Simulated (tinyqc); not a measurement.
Pair of shallow donors (hydrogen-like orbitals): one step. Distance and integrals. Five cases, with inputs chosen for the exercise.

Question. Give Ha*, R, x, S, j, k and v.

Each donor has the orbital exp(-r/a); energy unit Ha* = q/(eps a), q = e^2/(4 pi eps0), so that a lone donor is bound by Ha*/2; x = R/a. One electron: S = (1 + x + x^2/3) exp(-x), j = 1/x - (1 + 1/x) exp(-2x), k = (1 + x) exp(-x); levels E(+/-) = -1/2 - (j +/- k)/(1 +/- S) in Ha*, without the repulsion of the ions, split by D = |E(-) - E(+)|. In six valleys the overlaps S and k are multiplied by v = [cos(K Rx) + cos(K Ry) + cos(K Rz)]/3, K = k0 (2 pi/a_lat), for isotropic envelopes and the symmetric valley state.

Constants: e^2/(4 pi eps0) = 14.39964547 eV angstrom.

Case 1.

Values chosen (near those of two donors in Si; the results hold for these values, not for the real material):
- a = 20.1 angstrom (orbital radius)
- eps = 11.4 (dielectric constant)
- n = (13, 1, 0) a_lat (separation vector)
- a_lat = 5.431 angstrom (lattice constant)
- k0 = 0.85 2 pi/a_lat (valley position)

Case 2.

Values chosen (near those of two donors in Si; the results hold for these values, not for the real material):
- a = 18.5 angstrom (orbital radius)
- eps = 11.3 (dielectric constant)
- n = (19, 0, 0) a_lat (separation vector)
- a_lat = 5.431 angstrom (lattice constant)
- k0 = 0.842 2 pi/a_lat (valley position)

Case 3.

Values chosen (near those of two donors in Si; the results hold for these values, not for the real material):
- a = 16.5 angstrom (orbital radius)
- eps = 11.6 (dielectric constant)
- n = (13, 4, 0) a_lat (separation vector)
- a_lat = 5.431 angstrom (lattice constant)
- k0 = 0.853 2 pi/a_lat (valley position)

Case 4.

Values chosen (near those of two donors in Si; the results hold for these values, not for the real material):
- a = 18.8 angstrom (orbital radius)
- eps = 11.4 (dielectric constant)
- n = (14.25, 0.25, 0.25) a_lat (separation vector)
- a_lat = 5.431 angstrom (lattice constant)
- k0 = 0.848 2 pi/a_lat (valley position)

Case 5.

Values chosen (near those of two donors in Si; the results hold for these values, not for the real material):
- a = 16.6 angstrom (orbital radius)
- eps = 11.1 (dielectric constant)
- n = (18, 0, 0) a_lat (separation vector)
- a_lat = 5.431 angstrom (lattice constant)
- k0 = 0.843 2 pi/a_lat (valley position)

Give: Ha*; R; x; S, j, k; v.

Answer.

Case 1.

Ha* = 62.842 meV
R = 70.81 angstrom
x = 3.5230

S, j, k: 0.25557  0.28273  0.13348

v = 0.8463

Case 2.

Ha* = 68.881 meV
R = 103.19 angstrom
x = 5.5778

S, j, k: 0.06408  0.17927  0.02487

v = 1.0000

Case 3.

Ha* = 75.233 meV
R = 73.87 angstrom
x = 4.4769

S, j, k: 0.13821  0.22321  0.06226

v = 0.3322

Case 4.

Ha* = 67.188 meV
R = 77.42 angstrom
x = 4.1178

S, j, k: 0.17533  0.24252  0.08332

v = 0.4456

Case 5.

Ha* = 78.149 meV
R = 97.76 angstrom
x = 5.8890

S, j, k: 0.05110  0.16980  0.01908

v = 0.8199

Computed by tinyqc, one run a case: `OMP_NUM_THREADS=1 python tinyqc.py N N+1 out.jsonl` with N = 1252486, 1252522, 1280760, 1280863, 1281072; one thread of a shared Intel(R) Xeon(R) Processor @ 2.30GHz, about 0.01 s a run at most.
